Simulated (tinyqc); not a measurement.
Ways to reach the isolated limit: finite-size error of a charged defect in a periodic cell: Madelung and Makov-Payne terms. Computed by tinyqc, a small Python program. Command: `OMP_NUM_THREADS=1 python tinyqc.py 3026984 3026985 out.jsonl imagecharge walk`. One thread of a shared host (Intel(R) Xeon(R) Processor @ 2.30GHz), about 0.04 s of CPU time with the checks.

L is the cube root of the cell volume. The defect charge is a Gaussian, rho(r) = q (2 pi sigma^2)^(-3/2) exp(-r^2/2 sigma^2), repeated periodically in a uniform neutralising background and screened by a continuum. The model cell energy is E(L) = E_0 + [periodic - isolated electrostatic energy].

Inputs (values chosen for the exercise, for a model host):

| quantity | value | unit |
|---|---|---|
| charge q | 1 | e |
| cell length L | 11.1 | angstrom |
| dielectric constant eps | 15.5 | - |
| width sigma of the defect charge | 0.83 | angstrom |
| formation energy of the isolated defect E_0 | 2.365 | eV |

Supercell lattice: bcc. Screening: isotropic.

scatter added to the six cells, standing for numerical noise (meV): -18  3.1  13  14  23  -4.2

Constants: e^2/(4 pi eps_0) = 14.39964548 eV angstrom.

Method:
- Cell vectors: (-1,1,1), (1,-1,1), (1,1,-1), scaled to volume L^3.
- Ewald sum for a unit point charge: scale each Cartesian component of the cell by 1/sqrt(eps_i), giving R', G' and V'; E = [ (1/2) sum erfc(eta R')/R' + (2 pi/V') sum exp(-G'^2/4 eta^2)/G'^2 - eta/sqrt(pi) - pi/(2 V' eta^2) ] e^2/(4 pi eps_0) / sqrt(eps_x eps_y eps_z), over n_i = -6..6, omitting n = (0,0,0), eta = 2/V'^(1/3). alpha = -2 E eps_g L/(e^2/(4 pi eps_0)), eps_g = (eps_x eps_y eps_z)^(1/3).
- Periodic energy of the Gaussian: (2 pi q^2/V) sum_(G != 0) exp(-sigma^2 G^2)/(G.eps.G) x e^2/(4 pi eps_0), n_i = -k..k with k = max(9, L/sigma rounded up). Isolated energy: q^2/(2 sqrt(pi) sigma) <1/(n.eps.n)> e^2/(4 pi eps_0), the mean over directions n, here 1/eps.
- Cells of the same shape with L scaled by 0.7, 0.85, 1, 1.25, 1.5 and 2; the scatter is added to E(L).
- The point-charge correction scales as 1/L from its value at the input L.
- Least-squares fits of E(L) to a + b/L, a + c/L^3 or a + b/L + c/L^3; the estimate is a, and errors are against E_0.

Scaling data:

| L (angstrom) | 1/L (1/angstrom) | E(L) (eV) | E(L) + point-charge correction (eV) |
|---|---|---|---|
| 7.770 | 0.128700 | 2.18289 | 2.35557 |
| 9.435 | 0.105988 | 2.23068 | 2.37289 |
| 11.100 | 0.090090 | 2.26007 | 2.38094 |
| 13.875 | 0.072072 | 2.28381 | 2.38051 |
| 16.650 | 0.060060 | 2.30829 | 2.38887 |
| 22.200 | 0.045045 | 2.30073 | 2.36117 |

point-charge correction -q^2 E = 0.120874 eV

nearest image = 12.1115 angstrom

Estimates of E_0:

| way | estimate (eV) | error (meV) |
|---|---|---|
| largest cell, uncorrected | 2.3007 | -64.270 |
| largest cell, point-charge term | 2.3612 | -3.832 |
| 1/L fit, three smallest | 2.4417 | 76.711 |
| 1/L fit, all six | 2.3864 | 21.373 |
| 1/L^3 fit, all six | 2.3095 | -55.491 |
| 1/L and 1/L^3, three smallest | 2.3884 | 23.364 |
| 1/L and 1/L^3, all six | 2.3259 | -39.091 |
| corrected data, 1/L^3 fit | 2.3808 | 15.766 |

coefficient b of the full fit = -0.30879 eV angstrom

What follows from these numbers?

Best here: largest cell, point-charge term (-3.8 meV); worst: 1/L fit, three smallest (+77 meV). The fitted b is 23.0 % of the Madelung value -q^2 alpha e^2/(8 pi eps_0 eps_g).

Extremes, crossings and ranges named in words are read from the listed rows.
